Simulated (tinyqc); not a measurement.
Energy and lattice constant: complex band structure along [001] in sp3s* tight binding.

For k = (0, 0, kz) the phase sums are g0 = cos(phi) and g3 = i sin(phi), phi = kz a/4, and the s, pz, s* orbitals of anion (a) and cation (c) decouple from px, py. With z = exp(i phi), H(z) = H0 + z T + T^T/z for any complex z. H0 is diagonal (Esa, Epa, Exa, Esc, Epc, Exc). The anion-cation block is B(z) = z U + W/z and the cation-anion block z W^T + U^T/z, where U has Vss/2 (s,s), Vsapc/2 (s,z), -Vscpa/2 (z,s), Vxx/2 (z,z), Vxapc/2 (s*,z), -Vpaxc/2 (z,s*), and W has the same values with the s-z and s*-z signs reversed. |z| = 1 is a band state, |z| < 1 decays along [001] as exp(-kappa d) over a distance d, kappa = -(4/a) ln|z|. No spin-orbit coupling.

Inputs chosen for the exercise (out of a larger set: near a published set for Si, fitted to gaps, whose masses and valley positions are rough (light masses up to twice too heavy); not measured data):
```
symbol  value                                                                                         unit      meaning
p       (-4.184, 1.71, -4.184, 1.71, 6.707, 6.707, -8.285, 1.708, 4.588, 5.749, 5.749, 5.389, 5.389)  eV        order Esa, Epa, Esc, Epc, Exa, Exc, Vss, Vxx, Vxy, Vsapc, Vscpa, Vxapc, Vpaxc
a       5.434                                                                                         angstrom  lattice constant
dE      0.32                                                                                          eV        E - Ev
```

The slowest root of the s-pz block and the heavy-hole branch, sinh^2(kappa a/4) = ((E - Epa)(E - Epc) - Vxx^2)/(Vxx^2 - Vxy^2), at E = Ev + dE with Ev the lower root of [[Epa, Vxx], [Vxx, Epc]]; the couplings are kept when a changes.

Results for these values:
```
case  slowest kappa (1/angstrom)  heavy-hole kappa (1/angstrom)
base                      0.1187                         0.1705
```

What happens to each result for a = 5.597 angstrom, all else kept?

Answer: slowest kappa falls from 0.1187 to 0.1152; heavy-hole kappa falls from 0.1705 to 0.1656.

The same for each parameter in turn:
```
case                slowest kappa (1/angstrom)  heavy-hole kappa (1/angstrom)
base                                    0.1187                         0.1705
dE = 0.29 eV                            0.1133                         0.1632
a = 5.597 angstrom                      0.1152                         0.1656
```

With the couplings fixed, kappa a stays, so kappa scales as 1/a.

Program tinyqc; command `OMP_NUM_THREADS=1 python tinyqc.py 1481205 1481206 out.jsonl`; about 0.01 s on one thread of a shared Intel(R) Xeon(R) Processor @ 2.30GHz.
